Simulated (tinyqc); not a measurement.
# Gate voltage for a given inversion charge

Question. p-type body, charge-sheet picture, depletion and inversion only, full ionisation (an idealisation for deep acceptors), Boltzmann statistics (rough once Na exp(x - xn) passes about Nc/7). In units of Vt: xg = (Vg - Vfb)/Vt, x = psi/Vt, G = gamma/sqrt(Vt), xn = (2 phiF + Vc)/Vt. The implicit equation is (xg - x)^2 = G^2 [x - 1 + exp(x - xn)] for x above about 3. Cox = eps0 eox/tox. ni = sqrt(Nc Nv) exp(-Eg/(2 Vt)), Eg in volts; phiF = Vt ln(Na/ni); gamma = sqrt(2 q eps0 eps_r Na)/Cox. N_inv = (Cox Vt G/q) [sqrt(x - 1 + exp(x - xn)) - sqrt(x - 1)]. Find x - xn, psi and Vg.

Values chosen for this exercise; band and dielectric values close to those of 4H silicon carbide: temperature T = 300 K; band gap Eg = 3.22 eV; relative permittivity eps_r = 9.78; conduction-band density of states at T Nc = 1.73e19 cm^-3; valence-band density of states at T Nv = 2.49e19 cm^-3; relative permittivity of the gate insulator (close to silicon dioxide) eox = 3.9; insulator thickness tox = 5.6 nm; acceptor density Na = 5.4e17 cm^-3; flat-band voltage Vfb = -0.56 V; channel-body voltage Vc = 1 V.

Constants: q = 1.602176634e-19 C, kB = 1.380649e-23 J/K, Vt = kB T/q, eps0 = 8.8541878128e-14 F/cm where lengths are in cm. Results are converted to the units shown.

N_inv = 2.8e11 cm^-2

Solution. N_inv rises steadily with x, so it fixes x; the implicit equation then gives xg directly.

x - xn = 2.92
psi = 4.11 V
Vg = 4.89 V

Numbers from tinyqc (`OMP_NUM_THREADS=1 python tinyqc.py 2122193 2122194 out.jsonl`; about 0.01 s on one thread of a shared Intel Xeon 2.30GHz).
